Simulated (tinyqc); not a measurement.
# Changing the lattice temperature T

Model: two-valley model of the transferred-electron effect. Computed by tinyqc, a small Python program. Command: `OMP_NUM_THREADS=1 python tinyqc.py 3018142 3018143 out.jsonl gunn sweep`. One thread of a shared host (Intel(R) Xeon(R) Processor @ 2.30GHz), about 0.01 s of CPU time with the checks.

Both kinds of valley share one electron temperature T_e, and each has a constant mobility.

Inputs (values chosen for the exercise, modelled on CdTe):
```
quantity                       value        unit
central-valley mass m1         0.095         m_0
satellite-valley mass m2         0.3         m_0
satellite valleys Z                4           -
valley separation dE            0.52          eV
central-valley mobility mu1     1100  cm^2/(V s)
satellite-valley mobility mu2     70  cm^2/(V s)
energy relaxation time tau_E    0.77          ps
```

Solver: damped fixed point.

Constants: k_B = 8.617333262e-05 eV/K.

Method. Density-of-states ratio R = Z (m2/m1)^(3/2); n2/n1 = R exp(-dE/(k_B T_e)); mean mobility mu = (mu1 + mu2 n2/n1)/(1 + n2/n1); energy balance e mu F^2 = (3/2) k_B (T_e - T)/tau_E; v = mu F. Using T_e as the parameter, F(T_e) = sqrt(3 k_B (T_e - T)/(2 e mu tau_E)) and v = mu F; find the first maximum and the next minimum of v, and the most negative dv/dF between them.

One run for each value; columns: (1) lattice temperature T (K); (2) peak velocity (1e7 cm/s); (3) threshold field (kV/cm); (4) peak-to-valley ratio; (5) most negative differential mobility (cm^2/(V s)):
```
(1)     (2)     (3)     (4)      (5)
77   1.3865  17.241  1.1012  -79.644
110  1.3705  17.279  1.0938  -74.638
140  1.3559  17.327  1.0870  -70.097
200  1.3269  17.464  1.0736  -61.058
270  1.2935  17.712  1.0584  -50.620
370  1.2468  18.292  1.0379  -36.011
510  1.1849  19.917  1.0132  -16.450
```

What does the table show, and why?

Over the rows, peak velocity (1e7 cm/s) falls from 1.39 to 1.18 (exponent d ln y / d ln x -0.033 between the first rows and -0.16 between the last); threshold field (kV/cm) rises from 17.2 to 19.9 (exponent d ln y / d ln x 0.0063 between the first rows and 0.27 between the last); peak-to-valley ratio falls from 1.10 to 1.01 (exponent d ln y / d ln x -0.019 between the first rows and -0.075 between the last). The mobilities are held fixed, so T acts only through T_e - T in the energy balance: a hotter lattice reaches the transfer temperature with less power, and v^2 = (3/2) mu k_B (T_e - T)/(e tau_E) is lower there. Left out: 700 (no negative differential mobility).

Extremes, crossings and ranges named in words are read from the listed rows.
